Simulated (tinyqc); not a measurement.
Classical nucleation, growth and JMAK kinetics of crystallisation from a melt or glass: one step, computed by the program tinyqc. Command: `OMP_NUM_THREADS=1 python tinyqc.py 3016001 3016002 out.jsonl nucl walk`. One thread of a shared host (Intel(R) Xeon(R) Processor @ 2.30GHz), about 0.01 s of CPU time with the checks.

A spherical nucleus cap on a flat wall with a sharp interface of isotropic energy gamma; lambda = Omega^(1/3) is the jump distance.

Problem. Critical nucleus. Driving force per volume: dG = H (T_m - T)/T_m. Shape factor f = (2 + cos theta)(1 - cos theta)^2/4. W(r) = f [4 pi r^2 gamma - (4/3) pi r^3 dG]; r* = 2 gamma/dG; W* = f 16 pi gamma^3/(3 dG^2); n* = f (4/3) pi r*^3/Omega.

Inputs (values chosen for the exercise, for a model substance):
```
quantity                      value        unit
melting point T_m              1340           K
heat of melting per volume H   1370      J/cm^3
interface energy gamma        0.196       J/m^2
atomic volume Omega            31.1  angstrom^3
temperature T                   882           K
contact angle theta             135     degrees
```

Nucleation: on a flat wall. Driving force: Turnbull (linear).

Constants: e = 1.602176634e-19 C; k_B = 1.380649e-23 J/K.

Give: driving force dG; shape factor f; critical radius r*; barrier W*; atoms in the nucleus n*; W*/(k_B T).

Solution.

driving force dG = 468.3 J/cm^3

shape factor f = 0.9419

critical radius r* = 0.8372 nm

barrier W* = 3.383 eV

atoms in the nucleus n* = 74.43

W*/(k_B T) = 44.51

The wall leaves r* unchanged and cuts the barrier to 94.2 % of the homogeneous value. W* equals n* Omega dG/2 = 3.383 eV.
